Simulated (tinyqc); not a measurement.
Sub-threshold conduction and electro-thermal threshold of an amorphous chalcogenide: two steps of the calculation.

Trap-limited conduction: I = I0 exp(-Ea/kB T) sinh(q V dz/(2 ua kB T)), I0 = 2 q A Nt dz/ta. One lumped temperature T = T0 + Rt I V. The threshold is the largest V for which a steady state exists on the low-current branch.

Values chosen for this exercise; values of the order of Ge-Sb-Te and related chalcogenides: ambient temperature T0 = 300 K; cross-section A = 2700 nm^2; amorphous thickness ua = 43 nm; distance between traps dz = 7.9 nm; activation energy Ea = 0.35 eV; trap density Nt = 1.1e19 cm^-3; attempt time ta = 1e-14 s; thermal resistance Rt = 7.4 K/uW; voltage across the amorphous layer V = 1.02 V.

Constants: q = 1.602176634e-19 C, kB = 1.380649e-23 J/K. Results are converted to the units shown.

Question 1. Isothermal quantities. I0, the low-field resistance 2 ua kB T0 exp(Ea/kB T0)/(q dz I0), the slope voltage V0 = 2 ua kB T0/(q dz), and I at V without heating.

Wanted: I0; low-field resistance; V0; I without heating.

Answer 1.

I0 = 7.518 mA
low-field resistance = 28.38 Mohm
V0 = 0.2814 V
I without heating = 0.1858 uA

Question 2. Self-heating. I at the present T, then T(new) = T0 + Rt I V.

T after iteration 1 = 301.40258 K

Give: I; T after iteration 2.

Answer 2.

I = 0.1946 uA
T after iteration 2 = 301.5 K

Range of the model: Purely electronic switching mechanisms, filaments and series resistance are left out.

Computed by the program tinyqc: `OMP_NUM_THREADS=1 python tinyqc.py 2490014 2490015 out.jsonl`, one thread of a shared Intel Xeon 2.30GHz, about 0.01 s for the whole run.
